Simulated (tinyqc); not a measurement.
Resistive crossbar, vector-matrix product with wire resistance: effect of the wire resistance.

2 rows and 3 columns. Cell (i, j) joins row node wij to column node bij. Each row is driven at its left end through one wire segment rw; neighbouring nodes along a row or a column are joined by rw; each column ends below the last row in one more rw and a virtual ground, where its current is read. Ideal output: I_j = sum_i V_i G_ij.

The nodal equations (Kirchhoff current law at every node) are solved for each rw; errors are I_j/ideal - 1.

Inputs (values chosen for the exercise):
- V = [0.35, 0.18] V (input voltages of the rows)

cell conductances G (uS):
```
       column 1  column 2  column 3
row 1        37        98        42
row 2        14        25        59
```

Effect of the wire resistance:
```
rw (ohm)  error, column 1 (%)  error, column 2 (%)  error, column 3 (%)
1                    -0.02460             -0.05107             -0.04347
2                    -0.04918              -0.1021             -0.08690
5                     -0.1228              -0.2549              -0.2170
10                    -0.2452              -0.5085              -0.4330
20                    -0.4885               -1.012              -0.8621
50                     -1.208               -2.494               -2.127
100                    -2.371               -4.870               -4.164
200                    -4.577               -9.305               -7.990
500                    -10.39               -20.50               -17.81
```

The error of the last column goes from -0.0435 % at rw = 1 ohm to -17.8 % at 500 ohm, as rw^(1.00) at the start and rw^(0.87) at the end. At 500 ohm the worst column is number 2.

Program tinyqc, `OMP_NUM_THREADS=1 python tinyqc.py 2880043 2880044 out.jsonl`; Intel Xeon 2.30GHz, shared host, one thread, about 0.02 s.
